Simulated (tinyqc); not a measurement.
Position of the spike: inter-valley coupling by envelope functions against a chain of atomic planes.

Chain: E(phi) = e0 + 2 v cos(phi) + 2 u cos(2 phi), cos(phi0) = -v/(4u), e0 = 2u + v^2/(4u); plane j = 0, 1, ... has the potential V_j = dE x_j + F (j - 30) a/4 (1 MV/m = 1e-4 V/angstrom). There are 30 barrier planes a side; with y = j - 29.5, x_j = xb (f(y) + f(Nw - y)), f(y) = 1/(1 + exp(y/L)), plus any Ge added in the well. The valley splitting is the spacing of the two lowest levels. Envelope theory: F_j solves a one-valley chain with hopping -b and diagonal 2b + V_j, b = 4u sin^2(phi0), sum F_j^2 = 1; the valleys couple by Dv = sum_j F_j^2 V_j exp(-2 i phi0 j) and split by 2|Dv|.

Values chosen for the exercise (near those of the Delta valleys of silicon in a SiGe well; the results hold for these values, not for the real material): a = 5.431 angstrom (lattice constant; planes lie a/4 apart); u = 0.603 eV (second-neighbour hopping); v = 0.523 eV (nearest hopping); Nw = 45 (planes in the well); L = 1.25 planes (interface width); xb = 0.32 (Ge fraction of the barriers); dE = 0.53 eV (offset per unit Ge fraction); F = 8 MV/m (field); xs = 0.06 (Ge fraction added on that plane).

The spike is moved through the well; position counted from the first well plane, j - 30.

Against position:
```
j - 30  F_j^2, smooth  mean of the doublet (meV)  splitting, chain (micro-eV)  envelope  first order
2             0.01291                      29.60                          740       731          821
5             0.02565                      29.96                         1454      1439         1631
9             0.04055                      30.40                         2342      2324         2579
14            0.04656                      30.62                         2772      2757         2962
18            0.04128                      30.46                         2451      2441         2625
22            0.03126                      30.14                         1810      1804         1988
29            0.01388                      29.62                          770       767          883
36            0.00396                      29.34                          219       218          252
43            0.00045                      29.24                           26        26           29
```

The splitting is largest at plane 14 among these rows (2772 micro-eV), and the smooth envelope peaks at plane 13, counting all planes; without a spike it is 0.50. Where the splitting exceeds 20 micro-eV the envelope theory lies within 1.2 % of the chain and first order within 15 %.

Computed by tinyqc, a small Python program: `OMP_NUM_THREADS=1 python tinyqc.py 1481128 1481129 out.jsonl` (the numbers bound the seed that draws the inputs); one thread of a shared host (Intel(R) Xeon(R) Processor @ 2.30GHz), about 0.05 s for the whole set of steps.
